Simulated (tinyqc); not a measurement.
Stretching all distances: RHF, UHF, MP2, CISD and CCSD against full CI in the sto-3g basis, for H6, spin multiplicity 1. Computed by the program tinyqc with PySCF. 

Geometry (angstrom):
```
atom       x       y       z
H     0.0000  0.0000  0.0000
H     0.0000  0.0000  0.7750
H     0.0000  0.0000  1.7490
H     0.0000  0.0000  2.5240
H     0.0000  0.0000  3.4990
H     0.0000  0.0000  4.2740
```

All coordinates are multiplied by the scale. c0^2 is the weight of the RHF determinant in the lowest singlet FCI state (UHF is spin-contaminated and may lie near states of higher spin) and n(LUMO) the first natural occupation beyond the occupied space.

Full CI energy (hartree) and errors against it (kcal/mol):
```
scale   distance 1-2 (angstrom)     E(FCI)       RHF      UHF       MP2     CISD    CCSD  <S^2> UHF    c0^2  n(LUMO)
0.8600                   0.6665  -3.187483   32.8126  32.8126    9.4358   0.4879  0.0682     0.0000  0.9729   0.0337
1.1000                   0.8525  -3.310552   47.1210  47.1210   16.2633   1.4288  0.1262     0.0000  0.9473   0.0594
1.3300                   1.0308  -3.256308   66.8012  66.8012   26.2694   3.6887  0.2403     0.0000  0.9055   0.0973
1.5700                   1.2167  -3.148898   96.0026  85.0961   41.7340   9.0498  0.4284     0.8084  0.8344   0.1579
1.8100                   1.4027  -3.040571  135.4411  78.2945   62.9705  19.6582  0.6119     1.6798  0.7313   0.2445
2.0400                   1.5810  -2.955953  182.1956  59.4052   87.6057  36.2102  0.6059     2.2451  0.6116   0.3484
2.2800                   1.7670  -2.893012  237.2881  38.9772  114.4303  59.7125  0.1518     2.5969  0.4865   0.4668
```

UHF parts from RHF first at scale 1.57 of those listed, where <S^2> leaves zero. The weight c0^2 goes from 0.97 to 0.49 and n(LUMO) from 0.03 to 0.47: static correlation grows as the bonds break into open-shell fragments. The spread of the error along the curve, which distorts its shape, is CCSD 0.5, UHF 52.3, CISD 59.2, MP2 105.0, RHF 204.5 kcal/mol. The table stops here: at scale 2.51 and beyond, the reference weight falls under 0.45 or RHF, UHF or CCSD hop between solutions, so those rows were left out and the spreads given cover only the rows shown. As computed, partly on other solutions, the errors there reach in size RHF 347, UHF 24, MP2 153, CISD 114, CCSD 1 kcal/mol.
